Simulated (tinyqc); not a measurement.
# Biaxially strained (001) channel, valley splitting in an inversion layer: effect of the temperature

A thin layer grown on a relaxed buffer is stretched in the plane. The two valleys with their long axis along the growth direction (D2) sink against the four in-plane ones (D4); confinement in a triangular well splits them too. Only the lowest subband of each set is kept; one relaxation time, so the weakening of intervalley scattering is left out.

e_par = b1 x, e_perp = -2 (c12/c11) e_par, splitting D = Xu (e_par - e_perp), in-plane stress (c11 + c12 - 2 c12^2/c11) e_par. Levels E(m) = 2.33811 (hbar^2 q^2 F^2/(2 m))^(1/3): E2 = E(ml), E4 = E(mt) + D; N2 = 2 mt kB T/(pi hbar^2), N4 = 4 sqrt(mt ml) kB T/(pi hbar^2). EF solves Ns = N2 ln(1 + exp((EF - E2)/Vt)) + N4 ln(1 + exp((EF - E4)/Vt)); f2 is the share in D2, and 1/mc = f2/mt + (1 - f2)(1/mt + 1/ml)/2. The gain is mc(x = 0)/mc.

Values chosen for this exercise; values close to those of silicon on relaxed silicon-germanium:
```
symbol   value   unit                                meaning
x         0.08         germanium share of the relaxed buffer
b1      0.0418                   lattice mismatch per unit x
c11        170    GPa                       elastic constant
c12       63.8    GPa                       elastic constant
Xu        9.22     eV            shear deformation potential
ml       0.932     m0                      longitudinal mass
mt       0.187     m0                        transverse mass
F         0.55  MV/cm                        confining field
Ns      1.7e12  cm^-2                      inversion density
```

Constants: q = 1.602176634e-19 C, kB = 1.380649e-23 J/K, hbar = 1.054571817e-34 J s, m0 = 9.1093837015e-31 kg, Vt = kB T/q, hbar^2/(2 m0) = 0.0380998212 eV nm^2. Results are converted to the units shown.

The same in every row: D (meV) = 53.97.

Results:
```
T (K),f2 without strain,f2,mc (m0),gain
150,0.9884,0.9998,0.1870,1.005
195,0.9565,0.9981,0.1871,1.017
285,0.8426,0.9789,0.1886,1.058
330,0.7792,0.9575,0.1902,1.078
375,0.7198,0.9288,0.1925,1.094
420,0.6665,0.8948,0.1952,1.105
465,0.6198,0.8575,0.1983,1.112
```

Estimate the missing row, T = 240 K.

Computed row:
```
T (K),f2 without strain,f2,mc (m0),gain
240,0.9047,0.9921,0.1876,1.036
```

With this row back in the table: As T goes from 150 to 465 K, f2 falls from 1.00 to 0.858 (without strain: it falls from 0.988 to 0.620) and the gain rises from 1.00 to 1.11.

tinyqc, about 0.02 s, one thread, Intel Xeon 2.30GHz (shared host): `OMP_NUM_THREADS=1 python tinyqc.py 2530164 2530165 out.jsonl`
